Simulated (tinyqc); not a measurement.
Finite-size error of a charged defect in a periodic cell: Madelung and Makov-Payne terms: one step, computed by the program tinyqc. Command: `OMP_NUM_THREADS=1 python tinyqc.py 3022403 3022404 out.jsonl imagecharge walk`. One thread of a shared host (Intel(R) Xeon(R) Processor @ 2.30GHz), about 0.03 s of CPU time with the checks.

L is the cube root of the cell volume. The defect charge is a Gaussian, rho(r) = q (2 pi sigma^2)^(-3/2) exp(-r^2/2 sigma^2), repeated periodically in a uniform neutralising background and screened by a continuum. The model cell energy is E(L) = E_0 + [periodic - isolated electrostatic energy].

Task: Madelung energy. Ewald sum for a unit point charge: scale each Cartesian component of the cell by 1/sqrt(eps_i), giving R', G' and V'; E = [ (1/2) sum erfc(eta R')/R' + (2 pi/V') sum exp(-G'^2/4 eta^2)/G'^2 - eta/sqrt(pi) - pi/(2 V' eta^2) ] e^2/(4 pi eps_0) / sqrt(eps_x eps_y eps_z), over n_i = -6..6, omitting n = (0,0,0), eta = 2/V'^(1/3). alpha = -2 E eps_g L/(e^2/(4 pi eps_0)), eps_g = (eps_x eps_y eps_z)^(1/3).

Inputs (values chosen for the exercise, for a model uniaxial host):
```
quantity                    value      unit
charge q                       -1         e
cell length L                13.1  angstrom
dielectric constant eps_xy   12.5         -
dielectric constant eps_z    6.77         -
```

Supercell lattice: tetragonal. Screening: uniaxial.

cell vectors (rows) (angstrom):
```
          1         2         3
1  13.92826   0.00000   0.00000
2   0.00000  13.92826   0.00000
3   0.00000   0.00000  11.58831
```

Constants: e^2/(4 pi eps_0) = 14.39964548 eV angstrom.

Give: terms for a unit charge; Madelung constant alpha; point-charge correction -q^2 E.

Result:

terms for a unit charge (eV): real space 0.00173, reciprocal 0.01011, self -0.12173, background -0.04236

Madelung constant alpha = 2.8226

point-charge correction -q^2 E = 0.15225 eV

Cubic cells have alpha = 2.837 (sc) to 2.888 (fcc, bcc); this cell is near that range.
